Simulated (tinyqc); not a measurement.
Mirror strength against the number of periods: longitudinal sound in a periodic multilayer: transfer matrices, stop bands and folded phonons. Computed by tinyqc, a small Python program. Command: `OMP_NUM_THREADS=1 python tinyqc.py 3018388 3018389 out.jsonl multilayer walk`. One thread of a shared host (Intel(R) Xeon(R) Processor @ 2.30GHz), about 0.01 s of CPU time with the checks.

Layers 1 and 2 repeat with period d = d_1 + d_2; waves travel normal to the layers, without loss. State vector (u, s): displacement u and stress divided by omega. Impedances Z = rho v are in 1e6 kg/(m^2 s).

Inputs (values chosen for the exercise, modelled on silicon (layer 1), germanium (layer 2) and silicon (substrate)):
```
quantity            value    unit
density rho_1        2.35  g/cm^3
velocity v_1         8440     m/s
thickness d_1         779      nm
density rho_2        5.29  g/cm^3
velocity v_2         4980     m/s
thickness d_2         454      nm
substrate density    2.31  g/cm^3
substrate velocity   8440     m/s
frequency f          1.52     GHz
```

Method:
- Z = rho v; interface reflection r = (Z_2 - Z_1)/(Z_2 + Z_1) (stress amplitude, from 1 into 2); Bragg frequency f_B = 1/[2 (d_1/v_1 + d_2/v_2)]; long-wave velocity v_eff = d/sqrt[(d_1/v_1)^2 + (d_2/v_2)^2 + (Z_1/Z_2 + Z_2/Z_1)(d_1/v_1)(d_2/v_2)].
- A layer maps (u, s) by [[cos p, sin p/Z], [-Z sin p, cos p]], p = 2 pi f d_i/v_i; one period is M = M_2 M_1, and cos(q d) = trace(M)/2.
- For N periods A = M^N. A wave comes from a thick layer of material 1 and leaves into the substrate (Z_s): transmitted power T = 4 Z_1 Z_s/|Z_1 A_22 + Z_s A_11 - i (Z_1 Z_s A_12 - A_21)|^2, reflected power R = 1 - T.

Bragg frequency f_B = 2.72534 GHz

Z_2 = 26.3442

Z_1 = 19.834

Z of the substrate = 19.4964

trace(M)/2 = -0.204301

Transmitted power:
```
N     T at f_B  T at f_B (dB)   T at f
1      0.91914       -0.36619  0.95103
2      0.72966        -1.3688  0.99259
3      0.51516        -2.8806  0.96456
4      0.33458        -4.7550  0.97362
6      0.12232        -9.1249  0.95565
8     0.041044        -13.868  0.94964
12   0.0043173        -23.648  0.97837
16  4.4658e-04        -33.501  0.99918
24  4.7610e-06        -53.223  0.95138
```

What follows from these numbers?

At f_B each further period removes 2.47 dB at large N, which is 20 log10 of the impedance ratio, 2.47 dB, as for a quarter-wave stack; 99 % reflection needs N = 12 among these rows. At f, in a pass band, T does not decay with N.
